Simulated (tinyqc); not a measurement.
From results back to parameters: free and nearly free electrons in a metal. Four cases, with inputs chosen for the exercise.

Problem. A free-electron metal with 4 atoms in the cubic cell and z electrons an atom has EF = c kF^2/m, (hbar omega_p)^2 = 8 pi c (e^2/(4 pi eps0)) n/m and kF = (3 pi^2 n)^(1/3), c = hbar^2/2m0.

Constants: hbar^2/2m0 = 3.80998211 eV angstrom^2; e^2/(4 pi eps0) = 14.39964547 eV angstrom.

Case 1.

Values chosen (out of a larger set: near those of Co, whose d bands this model ignores; not measured data): a = 3.563 angstrom (fcc lattice constant).

EF = 11.48943 eV
hbar omega_p = 15.61631 eV

Case 2.

Values chosen (out of a larger set: near those of Cu, whose d bands this model ignores; not measured data): a = 3.601 angstrom (fcc lattice constant).

EF = 7.08594 eV
hbar omega_p = 10.86807 eV

Case 3.

Values chosen (out of a larger set: near those of Cu, whose d bands this model ignores; not measured data): a = 3.631 angstrom (fcc lattice constant).

EF = 6.96933 eV
hbar omega_p = 10.73366 eV

Case 4.

Values chosen (out of a larger set: near those of Co, whose d bands this model ignores; not measured data): a = 3.533 angstrom (fcc lattice constant).

EF = 8.40675 eV
hbar omega_p = 13.41465 eV

Find: kF; m; z.

Solution. (hbar omega_p)^2/EF = (8/(3 pi)) (e^2/(4 pi eps0)) kF gives kF; EF then gives m, and n = kF^3/(3 pi^2) gives z.

Case 1.

kF = 1.7366 1/angstrom
m = 1.00 m0
z = 2.00

Case 2.

kF = 1.3638 1/angstrom
m = 1.00 m0
z = 1.00

Case 3.

kF = 1.3525 1/angstrom
m = 1.00 m0
z = 1.00

Case 4.

kF = 1.7513 1/angstrom
m = 1.39 m0
z = 2.00

Computed by tinyqc, one run a case: `OMP_NUM_THREADS=1 python tinyqc.py N N+1 out.jsonl` with N = 1650020, 1650140, 1650165, 1650195; one thread of a shared Intel(R) Xeon(R) Processor @ 2.30GHz, about 0.01 s a run at most.
